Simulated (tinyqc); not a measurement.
# Junction parameters from two forward currents

Question. D(v) = J1 (exp(v/Vt) - 1) + J2 (exp(v/(2 Vt)) - 1). Find J1, J2 and the voltage 2 Vt ln(J2/J1) near which both parts are equal.

Inputs (values chosen for the exercise):
```
symbol,value,unit,meaning
T,358,K,temperature
```

Constants: q = 1.602176634e-19 C, kB = 1.380649e-23 J/K, Vt = kB T/q. Results are converted to the units shown.

junction voltages (V): 0.28  0.7
currents (uA/um): 8.4819626e-7  0.028629674

Solution. The current is linear in J1 and J2, so two points give two equations.

J1 = 3.90e-12 uA/um
J2 = 8.80e-9 uA/um
crossover = 0.476 V

Numbers from tinyqc (`OMP_NUM_THREADS=1 python tinyqc.py 2182112 2182113 out.jsonl`; about 0.2 s on one thread of a shared Intel Xeon 2.30GHz).
